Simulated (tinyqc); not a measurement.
Field-effect mobility of a thin-film transistor with band-tail and deep states (multiple trapping): one step, computed by the program tinyqc.

A thick film in accumulation at small drain voltage. Only free electrons move; trapped ones still screen the gate. N_c and mu_0 are held fixed when T changes, leaving out the T^(3/2) growth of N_c. x = E_0 - psi is the distance of the Fermi level below the band edge.

Task: Free and trapped densities. F_j(eta) = int_0^infinity x^j/(1 + exp(x - eta)) dx, without a gamma-function factor. Integrals over x = E/(k_B T) use 160 Gauss-Legendre points in u = sqrt(x) from 0 to sqrt(max(eta, 0) + 32). Free n(x) = N_c (2/sqrt(pi)) F_1/2(-x/k_B T), with F_1/2 from its two-term series in exp(-x/k_B T) for x >= 12 k_B T; tail n_t(x) = int_0^1.2eV g_t exp(-E/E_t)/(1 + exp((x - E)/k_B T)) dE, E counted down from the edge, 120 Gauss-Legendre points; deep charge g_d psi; space charge rho(psi) = n + n_t + g_d psi less its value at psi = 0.

Inputs (values chosen for the exercise, modelled on an amorphous In-Ga-Zn oxide):
```
quantity                           value         unit
effective density of states N_c  4.7e+18       1/cm^3
tail density at the edge g_t     1.4e+19  1/(eV cm^3)
tail width E_t                        39          meV
temperature T                        300            K
```

Deep states: included.

Constants: k_B = 8.617333262e-05 eV/K.

Give: Local densities at x = 0.4, 0.3, 0.2, 0.15, 0.1, 0.05, 0 and -0.05 eV.

Result:

Local densities at x = 0.4, 0.3, 0.2, 0.15, 0.1, 0.05, 0 and -0.05 eV:
```
x (eV)  n (1/cm^3)  n_t (1/cm^3)  n/(n + n_t)
0.40     8.962e+11     4.561e+13       0.0193
0.30     4.289e+13     5.853e+14       0.0683
0.20     2.052e+15     7.261e+15       0.2203
0.15     1.418e+16     2.462e+16       0.3655
0.10     9.750e+16     7.808e+16       0.5553
0.05     6.472e+17     2.119e+17       0.7534
0.00     3.596e+18     4.083e+17       0.8980
-0.05    1.282e+19     5.171e+17       0.9612
```

E_t/k_B T = 1.51: deep in the tail n_t follows exp(-x/E_t), more slowly than n, so the free share grows as the Fermi level rises.
